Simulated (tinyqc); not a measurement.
Ballistic Schottky-barrier transistor with a two-dimensional channel, WKB contacts: two steps of the calculation.

Source Fermi level 0, drain Fermi level -Vd. Far from the contacts Ec = pn - psi, and the gate moves psi one to one; the band edges relax as exp(-x/lam) from pn at the source and pn - Vd at the drain; Ev = Ec - Eg. A carrier of energy w inside the channel band meets at a contact a barrier of height D (the contact edge beyond the channel edge): T = 1 for w >= D, else exp(-S), S = 4 lam sqrt(m/C) [sqrt(D - w) - sqrt(w) arctan sqrt((D - w)/w)], C = hbar^2/(2 m0). The two contacts combine as Ts Td/(Ts + Td - Ts Td).

Inputs (values chosen for the exercise); channel values close to those of a molybdenum disulphide layer:
```
symbol,value,unit,meaning
T,300,K,temperature
Eg,1.7,eV,band gap
pn,0.2,eV,barrier for electrons at both contacts
mp,0.61,m0,hole mass
g,2,,valleys or subbands
lam,1.8,nm,screening length at the contacts
Vd,0.1,V,drain bias
ps,-1.23,V,band shift psi of the channel by the gate
w0,0.78,eV,energy of one carrier inside the channel band
wm,1.5,eV,upper end of the grid
nE,13,,points of the grid
```

Constants: q = 1.602176634e-19 C, kB = 1.380649e-23 J/K, hbar = 1.054571817e-34 J s, h = 6.62607015e-34 J s, m0 = 9.1093837015e-31 kg, Vt = kB T/q, hbar^2/(2 m0) = 0.0380998212 eV nm^2. Results are converted to the units shown.

Problem 1. Transmission of one of the holes. S and T at both contacts for w = w0, and the tunnelling distance lam ln(D/w) at the higher barrier.

D for holes (eV): source 1.2300000, drain 1.3300000

Find: S at the source; S at the drain; combined T; tunnelling distance.

Solution 1.

S at the source = 2.7980
S at the drain = 3.5933
combined T = 0.019318
tunnelling distance = 0.96055 nm

Problem 2. Current of the holes on a coarse grid. I/W = g (2 q^2/h) int T(w) [N(Es + w) - N(Ed + w)] dw with w the energy of motion along the channel, N(y) = (1/2 pi) sqrt(pi m kB T/C) Fm(-y/kB T), Fm(x) = (1/sqrt(pi)) int_0^infinity u^(-1/2)/(1 + exp(u - x)) du. Electrons: Ds = psi, Dd = psi - Vd, Es = Ec, Ed = Ec + Vd. Holes: Ds = -psi, Dd = Vd - psi, Es = -Ev, Ed = -Ev - Vd. The size of each current is taken; both flow from drain to source and add. Simpson's rule on nE equally spaced w from 0 to wm.

Give: w; Ts; Td; T; size of the supply difference; current.

Solution 2.

```
point  w (eV)         Ts         Td          T  size of the supply difference (1/um)
0       0.000  1.330e-14  3.721e-15  2.907e-15                                0.2474
1       0.125   2.296e-8   6.850e-9   5.276e-9                              0.001967
2       0.250   3.272e-6   1.044e-6   7.915e-7                              1.563e-5
3       0.375   9.644e-5   3.306e-5   2.462e-5                              1.242e-7
4       0.500   0.001232   4.560e-4   3.329e-4                             9.867e-10
5       0.625   0.009045   0.003639   0.002602                             7.839e-12
6       0.750    0.04393    0.01937    0.01363                             6.228e-14
7       0.875     0.1524    0.07452    0.05269                             4.948e-16
8       1.000     0.3932     0.2170     0.1626                             3.931e-18
9       1.125     0.7594     0.4889     0.4234                             3.123e-20
10      1.250      1.000     0.8458     0.8458                             2.482e-22
11      1.375      1.000      1.000      1.000                             1.972e-24
12      1.500      1.000      1.000      1.000                             1.566e-26
```

current = 5.116e-10 uA/um

Range of the model: No scattering, image-force lowering, channel charge or band-to-band tunnelling; parabolic kappa overstates S deep in the gap.

tinyqc, about 0.2 s, one thread, Intel Xeon 2.30GHz (shared host): `OMP_NUM_THREADS=1 python tinyqc.py 2390020 2390021 out.jsonl`
